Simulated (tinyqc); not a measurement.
Character of the line: straight dislocations in isotropic elasticity: fields, energies, partials, Peierls stress and walls. Computed by tinyqc, a small Python program. Command: `OMP_NUM_THREADS=1 python tinyqc.py 3010686 3010687 out.jsonl disloc walk`. One thread of a shared host (Intel(R) Xeon(R) Processor @ 2.30GHz), about 0.01 s of CPU time with the checks.

The line runs along z, the glide plane is y = 0, and beta is the angle between b and the line (0 screw, 90 degrees edge): b_e = b sin(beta) along +x with the extra half plane at y > 0, b_s = b cos(beta). Stress is positive in tension.

Inputs (values chosen for the exercise, modelled on germanium):
```
quantity                       value      unit
shear modulus G                 54.6       GPa
Poisson ratio nu               0.202         -
Burgers vector b                   4  angstrom
stacking-fault energy gamma     69.6    mJ/m^2
dislocation density rho      3.8e+14     1/m^2
core radius r0/b                 0.5         -
```

Character: 60-degree.

Constants: 1 eV/angstrom^3 = 160.2176634 GPa.

Method:
- Energy factor K = G [cos^2(beta) + sin^2(beta)/(1 - nu)].
- E = K b^2/(4 pi) ln(R/r0) with R = 1/(2 sqrt(rho)); tension T = E + d^2E/d(beta)^2 = G b^2 [1 + nu - 3 nu sin^2(beta)]/(4 pi (1 - nu)) ln(R/r0). The core energy is taken into r0.
- Shockley partials have b_p = b/sqrt(3) at the angles beta -/+ 30 degrees; their repulsion balances the fault at d = G b_p^2/(8 pi gamma) (2 - nu)/(1 - nu) [1 - 2 nu cos(2 beta)/(2 - nu)].
- E = K b^2/(4 pi) ln(R/r0); T = G b^2 [1 + nu - 3 nu sin^2(beta)]/(4 pi (1 - nu)) ln(R/r0).

ln(R/r0) = 4.85396

From screw to edge:
```
beta (degrees)  K (GPa)  E (eV/nm)  T (eV/nm)  d (nm)
0                54.600     21.061     31.724  2.9081
15               55.526     21.419     30.653  3.0210
30               58.055     22.394     27.726  3.3294
45               61.511     23.727     23.727  3.7508
60               64.966     25.060     19.729  4.1722
75               67.495     26.036     16.802  4.4807
90               68.421     26.393     15.730  4.5936
```

What follows from these numbers?

The edge costs 1/(1 - nu) = 1.253 times the screw in energy, yet its tension is only (1 - 2 nu)/(1 + nu) = 0.496 of the screw value, so loops under stress are elongated along b. The edge splits 1.58 times as widely, (2 + nu)/(2 - 3 nu), since there the larger, edge parts of the partials repel with the factor 1/(1 - nu) and the small screw parts attract, while in the screw the roles are exchanged.
